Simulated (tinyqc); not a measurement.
Worked calculation: CCSD on RHF in the sto-6g basis, for H3+, spin multiplicity 1. One step of it, computed by the program tinyqc.

Task: Iteration 1: diagonalisation and new density. Diagonalise F' = X^T F X, C = X C', fill 1 alpha and 1 beta electrons from the bottom; D = 2 C_occ C_occ^T. Each column has its largest component positive (the first on a tie).

Fock matrix F (hartree), lower triangle:
```
           1H 1s      2H 1s      3H 1s
1H 1s  -0.890598
2H 1s  -0.749468  -0.675889
3H 1s  -0.749609  -0.358914  -0.675989
```

X:
```
               1          2         3
1H 1s   1.544989  -0.000064  0.468863
2H 1s  -0.961491   0.801746  0.376612
3H 1s  -0.961827  -0.801569  0.376658
```

Give: F' = X^T F X; orbital energies; coefficients C; D after iteration 1.

Result:

F' = X^T F X (hartree), lower triangle:
```
        1       2       3
1   0.415
2   0.000  -0.407
3  -0.092   0.000  -1.019
```

orbital energies (hartree): MO1 -1.025, MO2 -0.407, MO3 0.420

coefficients C:
```
         MO1     MO2     MO3
1H 1s  0.566   0.000   1.512
2H 1s  0.315   0.802  -0.984
3H 1s  0.315  -0.802  -0.984
```

D after iteration 1, lower triangle:
```
       1H 1s  2H 1s  3H 1s
1H 1s  0.642
2H 1s  0.356  0.198
3H 1s  0.356  0.198  0.198
```
